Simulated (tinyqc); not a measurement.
Worked calculation: tight binding, dimerised chain. One step of it, computed by the program tinyqc.

Task: Open chain of 4 cells. The same hoppings without the wrap-around bond.

H of the open chain (eV):
```
           1          2          3          4          5          6          7          8
1   0.000000  -0.760000   0.000000   0.000000   0.000000   0.000000   0.000000   0.000000
2  -0.760000   0.000000  -2.230000   0.000000   0.000000   0.000000   0.000000   0.000000
3   0.000000  -2.230000   0.000000  -0.760000   0.000000   0.000000   0.000000   0.000000
4   0.000000   0.000000  -0.760000   0.000000  -2.230000   0.000000   0.000000   0.000000
5   0.000000   0.000000   0.000000  -2.230000   0.000000  -0.760000   0.000000   0.000000
6   0.000000   0.000000   0.000000   0.000000  -0.760000   0.000000  -2.230000   0.000000
7   0.000000   0.000000   0.000000   0.000000   0.000000  -2.230000   0.000000  -0.760000
8   0.000000   0.000000   0.000000   0.000000   0.000000   0.000000  -0.760000   0.000000
```

Give: levels; weights of the highest filled level on the sites.

Result:

levels (eV): -2.838  -2.413  -1.831  -0.027  0.027  1.831  2.413  2.838

weights of the highest filled level on the sites: 0.442  0.001  0.051  0.006  0.006  0.051  0.001  0.442

The bulk gap runs from -1.4700 to 1.4700 eV; 2 level(s) of this chain lie inside it: end states, which need the weaker bond inside the cell and a chain longer than their decay length.
